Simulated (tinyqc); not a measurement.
Modulation-doped quantum well, Poisson-Schroedinger loop with local exchange and correlation: effect of the temperature.

A well of width L centred at z = 0 between barriers Vb; effective-mass electrons, parabolic bands. The electrons come from donor sheets outside the mesh, a share fL of Ns on the left and the rest on the right, so the structure is neutral. Energies are counted from the band edge of the well, with U = 0 on the first node in the Hartree part.

Schroedinger equation -C d/dz (1/m) dpsi/dz + (V0 + U) psi = E psi, C = hbar^2/(2 m0), on a fine mesh (400 intervals across the well) with hard walls 3.52 nm outside the well edges (to within half a fine step); the lowest 3 levels are kept. V0 = 0 in the well and Vb outside, plus q Fz z (1 kV/cm = 1e-4 eV/nm). N_k = D Vt ln(1 + exp((EF - E_k)/Vt)), D = md m0 q/(pi hbar^2), sum N_k = Ns; n = sum N_k |psi_k|^2. dU/dz = q (fL Ns - integral of n from the left)/(eps0 eps_r). Added to it: V_xc = -(2 Ry/(pi al rs)) [1 + 0.7734 (rs/21) ln(1 + 21/rs)] (Hedin-Lundqvist), al = (4/(9 pi))^(1/3), rs = (3/(4 pi n))^(1/3)/aB, aB = 4 pi eps0 eps_r hbar^2/(md m0 q^2), Ry = q/(8 pi eps0 eps_r aB) in eV. The loop is converged to 1e-9 eV; shares under 0.001 % are printed as 0.

Parameters, values chosen for the exercise; material values close to those of GaN in AlGaN:

| symbol | value | unit | meaning |
|---|---|---|---|
| mw | 0.195 | m0 | mass along z in the well |
| mb | 0.246 | m0 | mass along z in the barriers |
| md | 0.197 | m0 | in-plane mass |
| Vb | 0.407 | eV | barrier height |
| eps_r | 9.27 |  | relative permittivity (all layers) |
| L | 7.04 | nm | well width |
| Ns | 5.4e11 | cm^-2 | sheet density of electrons |
| fL | 1 |  | share of the donors on the left side |
| Fz | 0 | kV/cm | applied field along z |

Constants: q = 1.602176634e-19 C, kB = 1.380649e-23 J/K, hbar = 1.054571817e-34 J s, m0 = 9.1093837015e-31 kg, Vt = kB T/q, eps0 = 8.8541878128e-14 F/cm where lengths are in cm, hbar^2/(2 m0) = 0.0380998212 eV nm^2. Results are converted to the units shown.

Result of one run:

| E2 - E1 (meV) | EF - E1 (meV) | share of E2 (%) | centroid (nm) | charge in the barriers (%) | range of U in the well (meV) |
|---|---|---|---|---|---|
| 77.9 | 6.52 | 0 | -0.328 | 1.27 | 35.9 |

Which temperature T gave this result: 4, 20, 50, 100 or 200 K?

T = 20 K.

The whole series:

| T (K) | E2 - E1 (meV) | EF - E1 (meV) | share of E2 (%) | centroid (nm) | charge in the barriers (%) | range of U in the well (meV) |
|---|---|---|---|---|---|---|
| 4 | 77.9 | 6.56 | 0 | -0.328 | 1.27 | 35.9 |
| 20 | 77.9 | 6.52 | 0 | -0.328 | 1.27 | 35.9 |
| 50 | 77.9 | 5.50 | 0 | -0.328 | 1.27 | 35.9 |
| 100 | 77.9 | 1.14 | 0.0178 | -0.328 | 1.27 | 35.9 |
| 150 | 77.9 | -5.40 | 0.313 | -0.327 | 1.28 | 35.9 |
| 200 | 77.9 | -13.5 | 1.30 | -0.323 | 1.32 | 35.9 |
| 300 | 77.7 | -33.7 | 5.26 | -0.307 | 1.47 | 35.9 |
| 400 | 77.6 | -58.0 | 10.2 | -0.286 | 1.68 | 36.0 |

As T goes from 4 to 400, E2 - E1 stays near 77.8 meV, EF - E1 falls from 6.56 to -58.0 meV and the share of E2 rises from 0 to 10.2 %. EF stays below E2 throughout.

Computed by the program tinyqc: `OMP_NUM_THREADS=1 python tinyqc.py 2140041 2140042 out.jsonl`, one thread of a shared Intel Xeon 2.30GHz, about 0.3 s for the whole run.
